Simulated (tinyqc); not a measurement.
Superjunction drift layer against a plain one, charge balance: effect of the width of each pillar.

Alternating n and p pillars of equal width wp, doping N and length Lp. When depleted, the lateral field peaks at Ex = q N wp/(2 eps0 eps_r) at the pillar junctions and a uniform vertical field Ey is added; breakdown is taken where Ex^2 + Ey^2 = Ef^2. Only the n pillars conduct, narrowed by the zero-bias depletion. A first-order model: the field peaks at the pillar ends are left out.

Ec(N) = E16 (N/1e16 cm^-3)^(1/8), mu(N) = mi + (mx - mi)/(1 + (N/Nr)^0.9). Plain drift layer for BV: N solves BV = eps0 eps_r Ec(N)^2/(2 q N), W = 2 BV/Ec, Rsp = W/(q mu N). Ex = a Ef gives N = 2 eps0 eps_r a Ef/(q wp); Ey = Ef sqrt(1 - a^2); Lp = BV/Ey; xd = sqrt(eps0 eps_r Vb/(q N)) on each side; Rsp = 2 Lp/(q mu(N) N (1 - 2 xd/wp)). An imbalance dl leaves the mean net doping |dl| N/2, which tilts the vertical field by s = q |dl| N/(2 eps0 eps_r): BV(dl) = Ey Lp - s Lp^2/2, or Ey^2/(2 s) if the field reaches zero inside the pillar.

Values chosen for this exercise; values close to those of 4H silicon carbide:

| symbol | value | unit | meaning |
|---|---|---|---|
| eps_r | 9.98 |  | relative permittivity of the semiconductor |
| E16 | 2.53 | MV/cm | critical field at a doping of 1e16 cm^-3 |
| mx | 950 | cm^2/(V s) | mobility at low doping |
| mi | 40.9 | cm^2/(V s) | mobility at high doping |
| Nr | 2e17 | cm^-3 | reference doping of the mobility |
| BV | 5700 | V | wanted breakdown voltage |
| Ef | 2.3 | MV/cm | critical field inside the pillars |
| a | 0.64 |  | lateral peak field as a share of Ef |
| Vb | 2.8 | V | built-in voltage of the pillar junctions |
| dl | 6 | % | charge imbalance (Nn - Np)/N |

Constants: q = 1.602176634e-19 C, eps0 = 8.8541878128e-14 F/cm where lengths are in cm. Results are converted to the units shown.

The same in every row: Lp (um) = 32.25; Rsp, plain (mohm cm^2) = 17.45.

Effect of the width of each pillar:

| wp (um) | N (cm^-3) | Rsp, pillars (mohm cm^2) | BV(dl) (V) |
|---|---|---|---|
| 0.12 | 1.353e18 | 0.3807 | 212.2 |
| 0.2 | 8.119e17 | 0.3640 | 353.6 |
| 0.31 | 5.238e17 | 0.3817 | 548.1 |
| 0.49 | 3.314e17 | 0.4276 | 866.4 |
| 0.77 | 2.109e17 | 0.5066 | 1361 |
| 1.2 | 1.353e17 | 0.6301 | 2122 |
| 1.9 | 8.546e16 | 0.8298 | 3282 |
| 3 | 5.412e16 | 1.139 | 4169 |

As wp goes from 0.12 to 3 um, Rsp of the pillars goes from 0.381 through a minimum of 0.364 (at wp = 0.2 um among the rows listed) to 1.14 mohm cm^2 and BV with the imbalance rises from 212 to 4170 V. Narrow pillars allow more doping and so less resistance, but the same relative imbalance then leaves more net charge. At the narrow end falling mobility and the depleted edges undo the gain. For wp = 0.12 to 0.77 um the aspect ratio passes 30, which is hard to make. For wp = 0.12 to 0.2 um the zero-bias depletion takes over 40 % of the pillar, and the on-state voltage would narrow it further.

Numbers from tinyqc (`OMP_NUM_THREADS=1 python tinyqc.py 2590024 2590025 out.jsonl`; about 0.01 s on one thread of a shared Intel Xeon 2.30GHz).
